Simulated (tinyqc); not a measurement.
Extended Hueckel theory, for H6+, step by step. The parameters take no account of the charge, which enters only through the electron count. One step of it, computed by the program tinyqc.

Task: Orbitals. Solve H C = S C e through S^(-1/2); fill by pairs from the bottom, a degenerate level sharing its electrons equally; each orbital has its largest coefficient positive (the first on a tie).

H (eV), lower triangle:
```
            1H 1s       2H 1s       3H 1s       4H 1s       5H 1s       6H 1s
1H 1s  -13.600000
2H 1s  -10.718126  -13.600000
3H 1s   -2.139238   -8.631101  -13.600000
4H 1s   -0.415343   -2.139238  -10.718126  -13.600000
5H 1s   -0.047315   -0.298874   -2.135602   -8.619692  -13.600000
6H 1s   -0.006151   -0.047315   -0.414556   -2.135602  -10.718126  -13.600000
```

overlap S, lower triangle:
```
          1H 1s     2H 1s     3H 1s     4H 1s     5H 1s     6H 1s
1H 1s  1.000000
2H 1s  0.525398  1.000000
3H 1s  0.104865  0.423093  1.000000
4H 1s  0.020360  0.104865  0.525398  1.000000
5H 1s  0.002319  0.014651  0.104686  0.422534  1.000000
6H 1s  0.000302  0.002319  0.020321  0.104686  0.525398  1.000000
```

valence electrons = 5

Give: orbital energies; occupations; coefficients; sum of one-electron energies.

Result:

orbital energies (eV): -17.034  -16.122  -14.355  -9.072  -3.209  4.784

occupations: 2.000  2.000  1.000  0.000  0.000  0.000

coefficients:
```
         MO1     MO2     MO3     MO4     MO5     MO6
1H 1s  0.193  -0.371   0.469   0.618  -0.670   0.439
2H 1s  0.289  -0.396   0.211  -0.382   0.843  -0.778
3H 1s  0.357  -0.141  -0.424  -0.553  -0.319   1.028
4H 1s  0.356   0.141  -0.425   0.553  -0.321  -1.027
5H 1s  0.288   0.396   0.211   0.382   0.845   0.776
6H 1s  0.193   0.372   0.468  -0.617  -0.671  -0.438
```

sum of one-electron energies = -80.665 eV
